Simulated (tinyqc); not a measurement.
From one set of inputs to another, one input at a time: speciation in dilute and buffered hydrofluoric acid, oxide etch rate and bath loading. Computed by tinyqc, a small Python program. Command: `OMP_NUM_THREADS=1 python tinyqc.py 3120038 3120039 out.jsonl hfetch ladder`. One thread of a shared host (Intel(R) Xeon(R) Processor @ 2.30GHz), about 0.01 s of CPU time with the checks.

Concentrations stand for activities, NH4+ and Cl- are spectators, and water ionisation is neglected. H, F and HF2 denote the ions H+, F- and HF2-. The base temperature is 298 K.

The inputs printed are set A. Inputs not listed in the table keep their values of set A, so the rows need not describe a real material.

Inputs (values chosen for the exercise, of the order of those for thermal oxide at room temperature): HF added = 0.12 mol/L; NH4F added = 0.22 mol/L; HCl added = 0 mol/L; K1 = [H][F]/[HF] = 0.000674 mol/L; K2 = [HF2]/([HF][F]) = 3.46 L/mol; K3 = [H2F2]/[HF]^2 = 3.03 L/mol; rate constant of neutral HF k_a = 14 nm L/(min mol); rate constant of HF2 k_b = 59 nm L/(min mol); activation energy = 0.34 eV; temperature error = 0.89 K; oxide removed per wafer = 5.6 nm.

Constants: k_B = 8.617333262e-05 eV/K.

Method:
- Fluoride balance: [HF] + [F] + 2 [HF2] + 2 [H2F2] = HF added + NH4F added. Acid balance: [H] + [HF] + [HF2] + 2 [H2F2] = HF added + HCl added. For a trial [H], [HF] = [H][F]/K1, and the fluoride balance is a quadratic in [F].
- The root is refined to 1e-13 in pH = -log10 [H].
- Rate = k_a ([HF] + 2 [H2F2]) + k_b [HF2], an empirical two-term form.
- Time = oxide/rate; a temperature error changes the rate by exp((E_a/k_B)(1/298 - 1/(298 + error))) - 1.

Each row keeps all changes above it:
```
input moved                                           from        to  etch rate (nm/min)  [HF2] (mol/L)  share of HF2 in the rate (%)
set A                                                    -         -               3.382        0.03788                         66.09
K1 = [H][F]/[HF] (mol/L)                          0.000674  0.000739               3.381        0.03788                         66.10
rate constant of neutral HF k_a (nm L/(min mol))        14        12               3.217        0.03788                         69.46
rate constant of HF2 k_b (nm L/(min mol))               59        46               2.725        0.03788                         63.94
NH4F added (mol/L)                                    0.22         0               1.398        0.00173                          5.71
HF added (mol/L)                                      0.12      0.67               8.113        0.00876                          4.97
K3 = [H2F2]/[HF]^2 (L/mol)                            3.03         0               8.452        0.02528                         13.76
K2 = [HF2]/([HF][F]) (L/mol)                          3.46      4.07               8.517        0.02787                         15.05
```

Where does the difference come from?

Etch rate goes from 3.38 to 8.52, a factor 2.52 in all. The largest single move comes from HF added (a factor 5.80), and NH4F added works against it (a factor 0.513). [HF2] goes from 0.0379 to 0.0279, a factor 0.736 in all. The largest single move comes from NH4F added (a factor 0.0458), and HF added works against it (a factor 5.05). Share of HF2 in the rate goes from 66.1 to 15.1, a factor 0.228 in all. The largest single move comes from NH4F added (a factor 0.0892), and K3 = [H2F2]/[HF]^2 works against it (a factor 2.77). The single moves hold for this order of the switches; the total does not depend on the order.

Extremes, crossings and ranges named in words are read from the listed rows.
